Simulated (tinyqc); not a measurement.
# Off-state leakage of single and stacked transistors: effects of single changes

n-channel devices of unit width. Subthreshold current I(Vg, Vs, Vd) = I0 (T/300 K)^0.5 exp[(Vg - Vs - VT(T) - gb (Vs - Vb) + dd (Vd - Vs))/(nf Vt)] (1 - exp(-(Vd - Vs)/Vt)), VT(T) = VT - cT (T - 300 K). Gate-edge tunnelling Ig (Vd/1 V) exp(ag (Vd - 1 V)), for a gate at 0 V, and band-to-band leakage Ab u exp(-Bb/u), u = Vd - Vb + 1 V, flow at a drain held at V; both are taken as independent of T. In a stack of off transistors (all gates at 0 V) the same subthreshold current passes through each.

Values chosen for this exercise; values of the order met in bulk silicon logic transistors: temperature T = 358 K; supply voltage V = 1.1 V; threshold at 300 K, zero drain and body bias VT = 0.42 V; fall of the threshold with temperature cT = 0.6 mV/K; current at threshold at 300 K I0 = 0.26 uA/um; slope factor nf = 1.16; drain-induced lowering per volt dd = 0.16; rise of the threshold per volt of source-body bias gb = 0.21; gate-edge tunnelling current at 1 V Ig = 0.0003 uA/um; exponential slope of the gate current ag = 4.2 1/V; prefactor of band-to-band leakage at the drain Ab = 50 uA/(um V); its exponential voltage Bb = 25 V; body voltage Vb = 0 V.

Constants: q = 1.602176634e-19 C, kB = 1.380649e-23 J/K, Vt = kB T/q. Results are converted to the units shown.

Each table varies one quantity; the others keep the values above.

## Subthreshold current against the height of the stack

All n gates at 0 V, bottom source at 0 V, top drain at V; node voltages follow from equal currents.

Subthreshold current against the height of the stack:
columns A: n; B: I (nA/um); C: reduction factor; D: drain voltage of the bottom device (mV); E: source voltage of the top device (mV); F: voltage across the top device (V)
```
A          B       C       D       E        F
1    0.82136  1.0000  1100.0       0   1.1000
2  0.0098334  83.528  115.59  115.59  0.98441
3  0.0039241  209.31  26.740  139.59  0.96041
4  0.0023979  342.53  14.461  152.45  0.94755
5  0.0017159  478.67  9.8515  161.19  0.93881
6  0.0013326  616.36  7.4518  167.80  0.93220
```

The second transistor cuts the current by a factor of 83.5, the third by a further 2.51 and the sixth by 1.29. The top device keeps 84.7 % of the supply at n = 6, while the drain voltage of the bottom one falls to 0.242 Vt.

## Leakage components against the supply voltage

Same model as above.

One transistor with Vg = Vs = 0, Vd = V; stack factor I(one)/I(two in series).

Leakage components against the supply voltage:
```
V (V)  subthreshold (nA/um)  gate edge (nA/um)  band-to-band (nA/um)  total (nA/um)  stack factor  largest part
0.5                0.056168           0.018368             0.0043333       0.078870        8.6596  subthreshold
0.6                0.087834           0.033547              0.013099        0.13448        12.371  subthreshold
0.7                 0.13735           0.059567              0.034893        0.23181        17.884  subthreshold
0.8                 0.21479            0.10361              0.083632        0.40203        26.082  subthreshold
0.9                 0.33588            0.17740               0.18337        0.69665        38.282  subthreshold
1                   0.52524            0.30000               0.37267         1.1979        56.452  subthreshold
1.1                 0.82136            0.50225               0.70961         2.0332        83.528  subthreshold
1.2                  1.2844            0.83389                1.2771         3.3954        123.89  subthreshold
1.3                  2.0085             1.3749                2.1883         5.5717        184.08  band-to-band
1.4                  3.1409             2.2535                3.5915         8.9860        273.86  band-to-band
```

As V goes from 0.5 to 1.4, the total leakage rises from 0.0789 to 8.99 nA/um. The subthreshold part leads at V = 0.5, the band-to-band part from 1.3 on. The reduction by a stack of two rises from 8.66 to 274, for the subthreshold part alone.

Computed by the program tinyqc: `OMP_NUM_THREADS=1 python tinyqc.py 2242190 2242191 out.jsonl`, one thread of a shared Intel Xeon 2.30GHz, about 0.03 s for the whole run.
